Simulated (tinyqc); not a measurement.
Comparisons within one model: deformation potentials from a strained empirical pseudopotential. A value that a table varies takes the place of the one given here.

Diamond lattice, no spin-orbit coupling. Atomic form factor V(q) = a1 (q^2 - a2)/(a3 exp(a4 q^2) - 1) in rydberg with q in 1/bohr, for the unstrained cell. Under a strain e the reciprocal vectors and k go over into (1 + e)^(-1) G, the atoms sit at +/- tau with tau = (1 + e) a (1,1,1)/8 - zeta a (eyz, ezx, exy)/4, and H(G,G') = c |k + G|^2 delta + (V(q)/det(1 + e)) cos(q.tau), q = G - G', with the term q = 0 left out; c = hbar^2/2m0. The basis is fixed before straining: all G with |k + G|^2 up to 16 (2 pi/a)^2. k is given in units of 2 pi/a of the unstrained cell.

Constants: hbar^2/2m0 = 3.80998211 eV angstrom^2; Ry = 13.60569312 eV; a0 (Bohr radius) = 0.5291772105 angstrom.

Parameters, chosen for this exercise (near those of Si; the results hold for these values, not for the real material):
- a = 5.439 angstrom (lattice constant)
- A = (0.538, 2.166, 2.058, 0.486) (a1 (Ry bohr^2), a2 (1/bohr^2), a3, a4 (bohr^2))
- h = 0.002 (size of the test strain)
- kD = 0.82 2 pi/a (position of the Delta minimum)
- a1 = 0.538
- a2 = 2.166
- a3 = 2.058
- a4 = 0.486

## The internal displacement

Xu of L (level 5, the lowest empty one) and d from exy = eyz = ezx = h for several zeta: Xu = [E(L [111]) - E(L [1-1-1])]/((8/3) h), d = (single valence level - pair)/(3 sqrt(3) h). zeta = 0 strains the bonds with the lattice; zeta = 1 keeps all four bond lengths equal to first order.

Results:

| zeta | Xu (L) (eV) | d (eV) |
|---|---|---|
| 0.00 | 11.20 | 0.66 |
| 0.25 | 11.55 | -1.63 |
| 0.50 | 11.91 | -3.91 |
| 0.60 | 12.05 | -4.83 |
| 0.75 | 12.27 | -6.20 |
| 1.00 | 12.65 | -8.48 |

What can be read from the table?

From zeta = 0 to 1, d goes from 0.66 to -8.48 eV and Xu (L) from 11.20 to 12.65 eV, both nearly linearly: the displacement is an optical-phonon mode, and d = d(0) - zeta d0/4 gives its deformation potential d0 = 37 eV. Leaving the relaxation out (zeta = 0 for 0.5) moves d by +4.57 eV, which reverses its sign, and Xu (L) by -0.71 eV. Tetragonal strain has no such freedom.

## Size of the test strain

e = diag(-h/2, -h/2, h). Xu = [E(Delta z) - E(Delta x)]/(1.5 h) at fixed kD, b = [E(Z) - E(X, Y)]/(4.5 h); one-sided from +h alone, central from +h and -h.

Results (eV):

| h | Xu one-sided | Xu central | b one-sided | b central |
|---|---|---|---|---|
| 0.0010 | 8.005 | 8.010 | -3.275 | -3.271 |
| 0.0025 | 7.997 | 8.010 | -3.281 | -3.271 |
| 0.0050 | 7.985 | 8.011 | -3.291 | -3.271 |
| 0.0100 | 7.960 | 8.012 | -3.311 | -3.271 |
| 0.0200 | 7.913 | 8.016 | -3.352 | -3.272 |
| 0.0300 | 7.868 | 8.022 | -3.394 | -3.273 |

What can be read from the table?

From h = 0.001 to 0.03 the one-sided Xu drifts by -0.137 eV and the central one by +0.012 eV; for b the drifts are -0.119 and -0.002 eV. The central difference cancels the term of second order in the strain, so its error goes as h^2. At h = 0.02 the linear law errs by 1.2 % for the valley splitting and 2.5 % for the valence splitting.

## What each parameter of the potential does

Gaps from the valence top to level 8 at Gamma and level 5 at (kD,0,0) and L, and their deformation potentials [E(+h) - E(-h)]/(3 ln((1 + h)/(1 - h))) for e = +/- h 1, h = 0.002. The row for the lattice constant keeps V(q) without the volume factor, so it is not a strain. Each row changes one parameter from the base and keeps the others.

Results:

| case | Gamma (eV) | Delta (eV) | L (eV) | potential Gamma (eV) | potential Delta (eV) | potential L (eV) |
|---|---|---|---|---|---|---|
| base | 4.253 | 1.123 | 2.065 | -8.85 | 2.63 | -1.94 |
| a = 5.493 angstrom | 4.124 | 1.411 | 2.164 | -9.14 | 2.32 | -2.13 |
| a1 = 0.533 | 4.210 | 1.056 | 2.016 | -8.77 | 2.64 | -1.93 |
| a2 = 2.188 | 4.138 | 1.198 | 2.062 | -8.92 | 2.58 | -1.97 |
| a3 = 2.037 | 4.304 | 1.219 | 2.132 | -8.94 | 2.64 | -1.94 |
| a4 = 0.481 | 4.349 | 1.210 | 2.141 | -9.02 | 2.55 | -2.01 |

What can be read from the table?

The largest shifts from the base row, up to three for each result and ties (the steps differ in size, so this ranks the rows, not the parameters). Gamma (eV): a -0.130, a2 -0.115, a4 +0.095. Delta (eV): a +0.289, a3 +0.096, a4 +0.087. L (eV): a +0.099, a4 +0.076, a3 +0.067. potential Gamma (eV): a -0.29, a4 -0.17, a3 -0.09. potential Delta (eV): a -0.31, a4 -0.08, a2 -0.05. potential L (eV): a -0.19, a4 -0.08, a2 -0.04; unchanged at the printed digits by a3.

Computed by tinyqc, a small Python program: `OMP_NUM_THREADS=1 python tinyqc.py 1880468 1880469 out.jsonl` (the numbers bound the seed that draws the inputs); one thread of a shared host (Intel(R) Xeon(R) Processor @ 2.30GHz), about 0.2 s for the whole set of steps.
